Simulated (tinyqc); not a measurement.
Front-illuminated p-i-n photodiode, quantum efficiency and bandwidth: one step of the calculation.

Light enters through a p layer (0 to xp), a depleted layer (xp to xp + wi) and a thick n substrate, decaying as exp(-al x); one pass, no back reflection. Carriers made in the depleted layer are all collected; those in the neutral layers diffuse.

Problem. Quantum efficiency. k = al Ln, s = S Ln/Dn, e = exp(-al xp); front layer f1 = (k/(k^2 - 1)) {[s + k - e (s cosh(xp/Ln) + sinh(xp/Ln))]/[s sinh(xp/Ln) + cosh(xp/Ln)] - k e}; depleted layer f2 = e (1 - exp(-al wi)); substrate f3 = e exp(-al wi) al Lp/(1 + al Lp); external efficiency (1 - Rf)(f1 + f2 + f3); responsivity = efficiency q lam/(h c).

Parameters, values chosen for the exercise; values close to those of silicon at this wavelength: wavelength lam = 650 nm; absorption coefficient al = 3320 1/cm; reflectance of the front face Rf = 0.02; thickness of the front p layer xp = 0.25 um; thickness of the depleted layer wi = 1.4 um; electron diffusion coefficient in the p layer Dn = 12 cm^2/s; electron diffusion length in the p layer Ln = 7.5 um; recombination velocity of the front surface S = 2e6 cm/s; hole diffusion length in the thick n substrate Lp = 54 um.

Constants: q = 1.602176634e-19 C, h = 6.62607015e-34 J s, c = 299792458 m/s. Results are converted to the units shown.

Wanted: s; f1; f2; f3; external efficiency; responsivity.

Solution.

s = 125.0
f1 = 0.04708
f2 = 0.3421
f3 = 0.5477
external efficiency = 0.9181
responsivity = 0.4813 A/W

The front layer absorbs 7.96 % of the light that enters and collects 59.1 % of that. Diffusion from the neutral layers makes up 63.5 % of the current.

Computed by the program tinyqc: `OMP_NUM_THREADS=1 python tinyqc.py 2250041 2250042 out.jsonl`, one thread of a shared Intel Xeon 2.30GHz, about 0.01 s for the whole run.
